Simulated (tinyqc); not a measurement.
Born-von Karman spring model of a cubic crystal with one atom per cell: one step, computed by the program tinyqc.

First neighbours lie at a/2 (1,1,0) (12 of them), second at a (1,0,0) (6), with all permutations and signs; the volume per atom is Omega = a^3/4.

Task: Frequencies and polarisations. Diagonalise D. An eigenvalue lambda of D in eV/(angstrom^2 u) gives nu = 15.6333042 THz x sqrt(lambda). Eigenvectors are columns, with the largest component positive; the longitudinal weight is (e.q)^2/q^2.

Inputs (values chosen for the exercise, for a model crystal).

Lattice: fcc.

wave vector q (2 pi/a): 0.27  0.28  0

D(q) (eV/(angstrom^2 u)):
```
           x          y          z
x  0.1143915  0.0682423  0.0000000
y  0.0682423  0.1175484  0.0000000
z  0.0000000  0.0000000  0.0827999
```

Constants: nu for 1 eV/(angstrom^2 u) = 15.6333042 THz.

Give: eigenvalues; frequencies; polarisation vectors; longitudinal weights.

Result:

eigenvalues (eV/(angstrom^2 u)): 0.0477  0.0828  0.1842

frequencies (THz): 3.415  4.498  6.710

polarisation vectors:
```
   mode 1  mode 2  mode 3
x   0.715   0.000   0.699
y  -0.699   0.000   0.715
z   0.000   1.000   0.000
```

longitudinal weights: 0.0000  0.0000  1.0000

Mode 3 is the most longitudinal, with weight 1.00.
